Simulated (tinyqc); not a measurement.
Empirical pseudopotential in a few plane waves, step by step. One step of it, computed by the program tinyqc.

Problem. Bloch Hamiltonian at k. Basis: the 15 shortest G (labels in 2 pi/a), the same at every k. H(G,G') = c |k + G|^2 delta + VS(|G-G'|^2) cos((G-G').tau) + i VA sin((G-G').tau), tau = a/8 (1,1,1); 1 Ry = 13.605693 eV.

Parameters chosen for this model: fcc lattice, atoms at +/- a/8 (1,1,1); form factors in rydberg at |G|^2 in units of (2 pi/a)^2:
```
parameter                 value      unit
a                      6.100000  angstrom
VS(3)                 -0.204000        Ry
VS(8)                  0.024000        Ry
VS(11)                 0.031000        Ry
VA(3)                  0.042000        Ry
VA(4)                  0.077000        Ry
VA(11)                 0.016000        Ry
hbar^2/2m (2 pi/a)^2   4.042248        eV
```

k point k (2 pi / a): [0.520000, 0.510000, -0.080000]

Give: H(k) at k.

Solution.

H(k) at k (eV), order +0+0+0, -1-1-1, -1-1+1, -1+1-1, -1+1+1, +1-1-1, +1-1+1, +1+1-1, +1+1+1, -2+0+0, +0-2+0, +0+0-2, +0+0+2, +0+2+0, +2+0+0:
```
[[2.1703, 1.9626+0.4041i, -1.9626+0.4041i, -1.9626+0.4041i, -1.9626-0.4041i, -1.9626+0.4041i, -1.9626-0.4041i, -1.9626-0.4041i, 1.9626-0.4041i, 0.0000+1.0476i, 0.0000+1.0476i, 0.0000+1.0476i, 0.0000-1.0476i, 0.0000-1.0476i, 0.0000-1.0476i],
 [1.9626-0.4041i, 6.6168, 0.0000-1.0476i, 0.0000-1.0476i, -0.3265, 0.0000-1.0476i, -0.3265, -0.3265, 0.0000, -1.9626-0.4041i, -1.9626-0.4041i, -1.9626-0.4041i, -0.2982+0.1539i, -0.2982+0.1539i, -0.2982+0.1539i],
 [-1.9626-0.4041i, 0.0000+1.0476i, 5.3232, 0.3265, 0.0000-1.0476i, 0.3265, 0.0000-1.0476i, 0.0000, -0.3265, -1.9626+0.4041i, -1.9626+0.4041i, 0.2982+0.1539i, 1.9626-0.4041i, -0.2982-0.1539i, -0.2982-0.1539i],
 [-1.9626-0.4041i, 0.0000+1.0476i, 0.3265, 14.8629, 0.0000-1.0476i, 0.3265, 0.0000, 0.0000-1.0476i, -0.3265, -1.9626+0.4041i, 0.2982+0.1539i, -1.9626+0.4041i, -0.2982-0.1539i, 1.9626-0.4041i, -0.2982-0.1539i],
 [-1.9626+0.4041i, -0.3265, 0.0000+1.0476i, 0.0000+1.0476i, 13.5694, 0.0000, 0.3265, 0.3265, 0.0000-1.0476i, 1.9626+0.4041i, -0.2982+0.1539i, -0.2982+0.1539i, -1.9626-0.4041i, -1.9626-0.4041i, 0.2982-0.1539i],
 [-1.9626-0.4041i, 0.0000+1.0476i, 0.3265, 0.3265, 0.0000, 15.0246, 0.0000-1.0476i, 0.0000-1.0476i, -0.3265, 0.2982+0.1539i, -1.9626+0.4041i, -1.9626+0.4041i, -0.2982-0.1539i, -0.2982-0.1539i, 1.9626-0.4041i],
 [-1.9626+0.4041i, -0.3265, 0.0000+1.0476i, 0.0000, 0.3265, 0.0000+1.0476i, 13.7311, 0.3265, 0.0000-1.0476i, -0.2982+0.1539i, 1.9626+0.4041i, -0.2982+0.1539i, -1.9626-0.4041i, 0.2982-0.1539i, -1.9626-0.4041i],
 [-1.9626+0.4041i, -0.3265, 0.0000, 0.0000+1.0476i, 0.3265, 0.0000+1.0476i, 0.3265, 23.2708, 0.0000-1.0476i, -0.2982+0.1539i, -0.2982+0.1539i, 1.9626+0.4041i, 0.2982-0.1539i, -1.9626-0.4041i, -1.9626-0.4041i],
 [1.9626+0.4041i, 0.0000, -0.3265, -0.3265, 0.0000+1.0476i, -0.3265, 0.0000+1.0476i, 0.0000+1.0476i, 21.9773, -0.2982-0.1539i, -0.2982-0.1539i, -0.2982-0.1539i, -1.9626+0.4041i, -1.9626+0.4041i, -1.9626+0.4041i],
 [0.0000-1.0476i, -1.9626+0.4041i, -1.9626-0.4041i, -1.9626-0.4041i, 1.9626-0.4041i, 0.2982-0.1539i, -0.2982-0.1539i, -0.2982-0.1539i, -0.2982+0.1539i, 9.9314, 0.3265, 0.3265, -0.3265, -0.3265, 0.0000],
 [0.0000-1.0476i, -1.9626+0.4041i, -1.9626-0.4041i, 0.2982-0.1539i, -0.2982-0.1539i, -1.9626-0.4041i, 1.9626-0.4041i, -0.2982-0.1539i, -0.2982+0.1539i, 0.3265, 10.0931, 0.3265, -0.3265, 0.0000, -0.3265],
 [0.0000-1.0476i, -1.9626+0.4041i, 0.2982-0.1539i, -1.9626-0.4041i, -0.2982-0.1539i, -1.9626-0.4041i, -0.2982-0.1539i, 1.9626-0.4041i, -0.2982+0.1539i, 0.3265, 0.3265, 19.6328, 0.0000, -0.3265, -0.3265],
 [0.0000+1.0476i, -0.2982-0.1539i, 1.9626+0.4041i, -0.2982+0.1539i, -1.9626+0.4041i, -0.2982+0.1539i, -1.9626+0.4041i, 0.2982+0.1539i, -1.9626-0.4041i, -0.3265, -0.3265, 0.0000, 17.0458, 0.3265, 0.3265],
 [0.0000+1.0476i, -0.2982-0.1539i, -0.2982+0.1539i, 1.9626+0.4041i, -1.9626+0.4041i, -0.2982+0.1539i, 0.2982+0.1539i, -1.9626+0.4041i, -1.9626-0.4041i, -0.3265, 0.0000, -0.3265, 0.3265, 26.5855, 0.3265],
 [0.0000+1.0476i, -0.2982-0.1539i, -0.2982+0.1539i, -0.2982+0.1539i, 0.2982+0.1539i, 1.9626+0.4041i, -1.9626+0.4041i, -1.9626+0.4041i, -1.9626-0.4041i, 0.0000, -0.3265, -0.3265, 0.3265, 0.3265, 26.7472]]
```
